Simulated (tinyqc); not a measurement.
Inside a calculation. Method: ROHF in the 6-31g basis, for H3, spin multiplicity 2. One step of it, computed by the program tinyqc.

Question. Iteration 1: Roothaan effective Fock matrix. With projectors Pc = D(beta) S, Po = (D(alpha) - D(beta)) S, Pv = 1 - D(alpha) S, the block xy is Px^T F Py; with Fc = (F(alpha) + F(beta))/2, the blocks are Fc for cc, oo, vv and cv, F(beta) for co and F(alpha) for ov.

F(alpha) (hartree):
```
           1H 1s      1H 2s      2H 1s      2H 2s      3H 1s      3H 2s
1H 1s  -0.006196  -0.512718  -0.414739  -0.465594  -0.414918  -0.465673
1H 2s  -0.512718  -0.449470  -0.451213  -0.455963  -0.451281  -0.455993
2H 1s  -0.414739  -0.451213  -0.160181  -0.542307  -0.158990  -0.334500
2H 2s  -0.465594  -0.455963  -0.542307  -0.417014  -0.334493  -0.397687
3H 1s  -0.414918  -0.451281  -0.158990  -0.334493  -0.160104  -0.542271
3H 2s  -0.465673  -0.455993  -0.334500  -0.397687  -0.542271  -0.417018
```

F(beta) (hartree):
```
           1H 1s      1H 2s      2H 1s      2H 2s      3H 1s      3H 2s
1H 1s   0.010970  -0.484969  -0.373357  -0.434981  -0.373435  -0.435018
1H 2s  -0.484969  -0.391796  -0.359804  -0.386490  -0.359904  -0.386531
2H 1s  -0.373357  -0.359804   0.302765  -0.318868  -0.289516  -0.327872
2H 2s  -0.434981  -0.386490  -0.318868  -0.285817  -0.327933  -0.353909
3H 1s  -0.373435  -0.359904  -0.289516  -0.327933   0.302515  -0.319017
3H 2s  -0.435018  -0.386531  -0.327872  -0.353909  -0.319017  -0.285921
```

D(alpha) at the start:
```
          1H 1s     1H 2s      2H 1s      2H 2s      3H 1s      3H 2s
1H 1s  0.050625  0.065542   0.032244   0.053439   0.032525   0.053576
1H 2s  0.065542  0.084853   0.041890   0.069255   0.041963   0.069293
2H 1s  0.032244  0.041890   0.430325   0.230790  -0.388787  -0.162231
2H 2s  0.053439  0.069255   0.230790   0.150878  -0.162285  -0.037723
3H 1s  0.032525  0.041963  -0.388787  -0.162285   0.430113   0.230638
3H 2s  0.053576  0.069293  -0.162231  -0.037723   0.230638   0.150784
```

D(beta) at the start:
```
          1H 1s     1H 2s     2H 1s     2H 2s     3H 1s     3H 2s
1H 1s  0.050625  0.065542  0.032378  0.053503  0.032391  0.053512
1H 2s  0.065542  0.084853  0.041918  0.069268  0.041935  0.069279
2H 1s  0.032378  0.041918  0.020707  0.034219  0.020716  0.034224
2H 2s  0.053503  0.069268  0.034219  0.056545  0.034233  0.056554
3H 1s  0.032391  0.041935  0.020716  0.034233  0.020724  0.034238
3H 2s  0.053512  0.069279  0.034224  0.056554  0.034238  0.056563
```

overlap S:
```
          1H 1s     1H 2s     2H 1s     2H 2s     3H 1s     3H 2s
1H 1s  1.000000  0.658292  0.265056  0.418666  0.265133  0.418712
1H 2s  0.658292  1.000000  0.418666  0.757529  0.418712  0.757580
2H 1s  0.265056  0.418666  1.000000  0.658292  0.156473  0.343825
2H 2s  0.418666  0.757529  0.658292  1.000000  0.343825  0.671220
3H 1s  0.265133  0.418712  0.156473  0.343825  1.000000  0.658292
3H 2s  0.418712  0.757580  0.343825  0.671220  0.658292  1.000000
```

Give: effective F.

Answer.

effective F (hartree):
```
         1H 1s    1H 2s    2H 1s    2H 2s    3H 1s    3H 2s
1H 1s   0.0024  -0.4988  -0.3940  -0.4503  -0.3942  -0.4503
1H 2s  -0.4988  -0.4206  -0.4055  -0.4212  -0.4056  -0.4213
2H 1s  -0.3940  -0.4055   0.0598  -0.4213  -0.2127  -0.3404
2H 2s  -0.4503  -0.4212  -0.4213  -0.3400  -0.3405  -0.3872
3H 1s  -0.3942  -0.4056  -0.2127  -0.3405   0.0597  -0.4214
3H 2s  -0.4503  -0.4213  -0.3404  -0.3872  -0.4214  -0.3401
```
